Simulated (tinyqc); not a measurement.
# Gain factor and gap resistance from two string resistances

Question. At small bit-line voltage each of the 96 cells has the resistance 1/(K x) at overdrive x (no mobility reduction) in series with a gap resistance Rg. Find K, Rg and the share of the gaps at the higher overdrive.

resistance of a string of 96 equal cells at overdrives of 4.1 and 7.1 V (kohm): [2556.0195, 1731.5606]

Answer. The resistance per cell is a straight line in 1/x with slope 1/K and intercept Rg.

K = 12.0 uA/V^2
Rg = 6.30 kohm
share of the gaps = 34.9 %

Program tinyqc, `OMP_NUM_THREADS=1 python tinyqc.py 2142209 2142210 out.jsonl`; Intel Xeon 2.30GHz, shared host, one thread, about 0.4 s.
